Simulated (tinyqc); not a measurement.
## Arrhenius plot from several rate windows

Emission rate en = sn vth(T) Nc(T) exp(-Et/kB T) = sn g T^2 exp(-Et/kB T), g = vth Nc/(300 K)^2, as vth goes as T^0.5 and Nc as T^1.5 (degeneracy factor 1). Here the cross-section is thermally activated, sn exp(-Eb/kB T) with Eb = 0.1 eV. Each window ew gives the temperature where en = ew.

Values chosen for this exercise; material values close to those of germanium:
- Nc = 1.04e19 cm^-3 (conduction-band density of states at 300 K)
- vth = 3.4e7 cm/s (thermal velocity at 300 K)
- Et = 0.27 eV (depth of the trap below the conduction edge)
- sn = 1.2e-14 cm^2 (capture cross-section)

Constants: q = 1.602176634e-19 C, kB = 1.380649e-23 J/K. Results are converted to the units shown.

Arrhenius plot from several rate windows:
```
ew (1/s)  T peak (K)  q/kB T (1/eV)  ln(ew/T^2)    ln ew
1.7           157.52         73.668     -9.5885  0.53063
5.1           163.66         70.906     -8.5664   1.6292
15            170.15         68.200     -7.5654   2.7081
47            177.59         65.345     -6.5088   3.8501
140           185.30         62.625     -5.5023   4.9416
430           193.93         59.838     -4.4712   6.0638
1300          203.23         57.101     -3.4585   7.1701
3900          213.34         54.394     -2.4571   8.2687
```

The peak rises from 158 to 213 K. ln(ew/T^2) against q/kB T is a straight line of slope -0.3700 eV, which is Et + Eb and not Et = 0.27 eV: a capture barrier adds to the activation energy. Its intercept gives sn = 1.20e-14 cm^2. Leaving out the T^2 gives 0.4015 eV, too high by about 2 kB T.

Program tinyqc, `OMP_NUM_THREADS=1 python tinyqc.py 2050029 2050030 out.jsonl`; Intel Xeon 2.30GHz, shared host, one thread, about 0.01 s.
